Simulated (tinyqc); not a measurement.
Thin-body transistor below threshold, two-dimensional Poisson equation on a small mesh: one step of the calculation.

A thin body on a thick buried insulator of low permittivity, taken as carrying no normal field at the bottom of the body (row 0). Mobile charge is neglected (subthreshold), the body is fully depleted, and potentials are counted from the intrinsic level; rows run upward to the gate, columns from source to drain.

Task. Over-relaxation sweep (omega = 1.2). Free nodes: rows 0..3, columns 1..5, taken row by row from row 0, left to right. t = (up psi(above) + dn psi(below) + lat [psi(left) + psi(right)] + s)/(up + dn + 2 lat), with the newest neighbours; psi(new) = psi + 1.2 (t - psi).

psi after iteration 1 (V):
```
,j=0,j=1,j=2,j=3,j=4,j=5,j=6
row 0,0.53000000,0.10992453,0.09090224,0.09004086,0.09000185,0.11218876,0.58000000
row 1,0.53000000,0.12097700,0.09190322,0.09010885,0.09000596,0.12449743,0.58000000
row 2,0.53000000,0.12625106,0.09258210,0.09016726,0.09001015,0.13037109,0.58000000
row 3,0.31000000,0.11722462,0.09228338,0.09016340,0.09001066,0.12031897,0.33500000
row 4,0.09000000,0.09000000,0.09000000,0.09000000,0.09000000,0.09000000,0.09000000
```

```
row,up,dn,lat,s (V)
0,40.95,0,1.6714286,0
1,40.95,40.95,3.3428571,0
2,32.812500,40.95,2.5285714,0
3,32.812500,32.812500,1.7142857,0
```

Give: psi after iteration 2.

Result.

psi after iteration 2 (V):
```
,j=0,j=1,j=2,j=3,j=4,j=5,j=6
row 0,0.5300,0.1403,0.0942,0.0903,0.0910,0.1461,0.5800
row 1,0.5300,0.1519,0.0962,0.0905,0.0922,0.1589,0.5800
row 2,0.5300,0.1520,0.0969,0.0906,0.0929,0.1590,0.5800
row 3,0.3100,0.1265,0.0946,0.0905,0.0926,0.1307,0.3350
row 4,0.0900,0.0900,0.0900,0.0900,0.0900,0.0900,0.0900
```

Program tinyqc, `OMP_NUM_THREADS=1 python tinyqc.py 2480016 2480017 out.jsonl`; Intel Xeon 2.30GHz, shared host, one thread, about 0.1 s.
